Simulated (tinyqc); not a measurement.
In-plane mass from two subband densities.

Question. At zero temperature each occupied subband holds N_k = D (EF - E_k), D = md m0 q/(pi hbar^2) per eV. Two subbands are occupied. Find md, EF - E1 and EF - E2.

Constants: q = 1.602176634e-19 C, hbar = 1.054571817e-34 J s, m0 = 9.1093837015e-31 kg. Results are converted to the units shown.

N1, N2 (cm^-2): [4.1869137e11, 6.9e10]
E2 - E1 = 12.8 meV

Solution. N1 - N2 = D (E2 - E1) gives D and so md; each N_k/D is a distance to EF.

md = 0.0654 m0
EF - E1 = 15.3 meV
EF - E2 = 2.53 meV

Numbers from tinyqc (`OMP_NUM_THREADS=1 python tinyqc.py 2140046 2140047 out.jsonl`; about 0.1 s on one thread of a shared Intel Xeon 2.30GHz).
